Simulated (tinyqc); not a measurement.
Hall effect and magnetoresistance of several carrier groups with constant relaxation times: one step, computed by the program tinyqc.

Group 1 has charge +e and group 2 charge +e; s_i is that sign. B lies along z; mu B is formed with mu in m^2/(V s).

Problem. Back from four measured limits to the two groups. With z_i = s_i mu_i and w_i = s_i n_i the moments M_k = w1 z1^k + w2 z2^k are M_(-1) = (1 + MR_sat) M_0^2/M_1, M_0 = 1/(e R_strong), M_1 = sigma(0)/e, M_2 = R_weak sigma(0)^2/e. The z_i are the roots of z^2 + p z + q with M_2 + p M_1 + q M_0 = 0 and M_1 + p M_0 + q M_(-1) = 0; then w follows from M_0 and M_1. Group 1 is the faster.

Carriers: light and heavy holes. Densities: per area (a thin layer).

R_H at strong field = 1.273777e+07 cm^2/C

sigma at B = 0 = 0.003232552 S

R_H at weak field = 3.333222e+07 cm^2/C

saturation MR = 356.9221 %

Constants: e = 1.602176634e-19 C.

Give: p and q; signed mobilities s_i mu_i; densities.

Solution.

p and q: -1.264e+05  7.68e+08

signed mobilities s_i mu_i (cm^2/(V s)): 120000  6400

densities (1/cm^2): 1.50e+11  3.400e+11
